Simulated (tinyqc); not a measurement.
Input admittance of a MOSFET at zero drain bias: distributed channel and distributed gate: one step of the calculation.

Source and drain grounded, strong inversion, w = 2 pi f, Cox = eps0 eox/tox. The channel is an RC line of resistance 1/(mu Cox Vo) per square fed from both ends, so one finger has the intrinsic admittance y = i w Cox L tanh(g)/g per width, g = (1/2) sqrt(i w tau), tau = L^2/(mu Vo). The vertical resistance rv/L is in series with y, the overlaps 2 i w Cov in parallel: y_t = 1/(1/y + rv/L) + 2 i w Cov. The gate strip is a line of Rsh/L per length loaded by y_t, so a finger has Y = y_t Wf tanh(k)/k, k = (Wf/sd) sqrt(y_t Rsh/L); the device has Nf Y.

Question. Low-frequency resistances and capacitance. Low-frequency limits, with c = Cox L and ct = c + 2 Cov: R_strip = Rsh Wf/(3 sd^2 L Nf), R_ch = (c/ct)^2 L/(12 mu Cox Vo Wf Nf), R_vert = (c/ct)^2 rv/(L Wf Nf), C = ct Wf Nf.

Inputs (values chosen for the exercise); values of the order met in silicon radio-frequency transistors:
```
symbol,value,unit,meaning
eox,3.9,,relative permittivity of the gate insulator (close to silicon dioxide)
tox,4.9,nm,insulator thickness
L,0.25,um,channel length
Wf,11,um,finger width
Nf,16,,number of fingers
mu,390,cm^2/(V s),channel mobility
Vo,0.33,V,gate overdrive
Rsh,5.4,ohm/square,sheet resistance of the gate
rv,1.4,ohm um^2,vertical resistivity of the gate stack
sd,2,,number of ends at which a finger is contacted
Cov,0.16,fF/um,overlap and fringe capacitance on each side
```

Constants: eps0 = 8.8541878128e-14 F/cm where lengths are in cm. Results are converted to the units shown.

Give: parts; sum; C; 1/(2 pi R C).

Answer.

parts (ohm): strip 1.2375, channel 0.93473, vertical 0.022788
sum = 2.1950 ohm
C = 366.40 fF
1/(2 pi R C) = 197.89 GHz

The strip term is the largest, 56.4 % of the sum.

Computed by the program tinyqc: `OMP_NUM_THREADS=1 python tinyqc.py 2262102 2262103 out.jsonl`, one thread of a shared Intel Xeon 2.30GHz, about 0.01 s for the whole run.
